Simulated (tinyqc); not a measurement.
Space-charge-limited current through a thin insulating or semi-insulating film with traps: one step, computed by the program tinyqc. Command: `OMP_NUM_THREADS=1 python tinyqc.py 3031339 3031340 out.jsonl sclc walk`. One thread of a shared host (Intel(R) Xeon(R) Processor @ 2.30GHz), about 0.01 s of CPU time with the checks.

One ohmic injecting contact at x = 0 (field zero), drift only, non-degenerate free carriers.

Problem. Equilibrium and landmark voltages. Free density n_0 = N_c exp(-E_0/k_B T) in equilibrium; trapped density n_t(n) = N_t/(1 + n_1/n), n_1 = N_c exp(-E_t/k_B T). theta = n/(n + n_t) at the anode density; trap-filled-limit voltage V_TFL = e (N_t - n_t(n_0)) d^2/(2 eps eps_0).

Inputs (values chosen for the exercise, modelled on Si3N4): permittivity eps = 7.5; effective density of states N_c = 9.1e+19 1/cm^3; trap density N_t = 7.6e+14 1/cm^3; equilibrium Fermi level below the band edge, E_0 = 0.86 eV; thickness d = 1100 nm; free density at the anode, in units of N_c = 0.00012; temperature T = 300 K; trap level E_t below the band edge = 0.4 eV.

Traps: single level.

Constants: k_B = 8.617333262e-05 eV/K; e = 1.602176634e-19 C; eps_0 = 8.8541878128e-12 F/m.

Give: n_0; n_t(n_0); theta; V_TFL.

Solution.

n_0 = 3.248e+05 1/cm^3

n_t(n_0) = 1.423e+07 1/cm^3

theta = 0.9350

V_TFL = 1.109 V
